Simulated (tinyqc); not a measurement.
Classical Heisenberg spin chain: exact results, Metropolis, heat-bath and over-relaxation steps, and a Monte Carlo run: one step, computed by the program tinyqc.

E = -J sum_i s_i . s_(i+1) for unit vectors s_i on an open chain; K = J/(k_B T).

Task: Four single-spin steps. The given spins are first normalised. Spins 2 and 3 are updated in turn, with h = K (sum of the two neighbours). Heat bath: cos(theta) = 1 + ln(1 - r1 (1 - exp(-2 |h|)))/|h| about n = h/|h|, azimuth 2 pi r2 = phi in the frame a = n x z/|n x z|, b = n x a: s = n cos(theta) + sin(theta)(a cos(phi) + b sin(phi)); r1, r2 are the first two numbers of the row.

Inputs (values chosen for the exercise, for a model chain of large moments): temperature T = 49.6 K.

Update: heat bath.

four neighbouring spins (rows; components x, y, z):
```
[[0.6628, 0.0713, 0.7454],
 [-0.3152, 0.8935, 0.3198],
 [0.6571, -0.6546, 0.3738],
 [-0.2990, -0.9121, 0.2804]]
```

random numbers, one row a step:
```
[[0.5804, 0.5518, 0.4710],
 [0.1564, 0.3348, 0.7556],
 [0.2846, 0.9569, 0.0753],
 [0.3634, 0.5644, 0.0508]]
```

K = 2.807545

Give: the table «Steps» with the columns |h|, h . s before, h . s after, move, x, y, z.

Result:

Steps:
```
spin     |h|  h . s before  h . s after       move        x         y        z
2     5.1271       -1.6264       4.2587  heat bath  0.71380   0.26138  0.64975
3     3.3932        2.9373       3.2233  heat bath  0.57118  -0.60083  0.55925
2     5.2563        4.4643       4.9214  heat bath  0.42347  -0.55001  0.71984
3     4.9859        4.2365       4.5343  heat bath  0.43682  -0.62445  0.64750
```
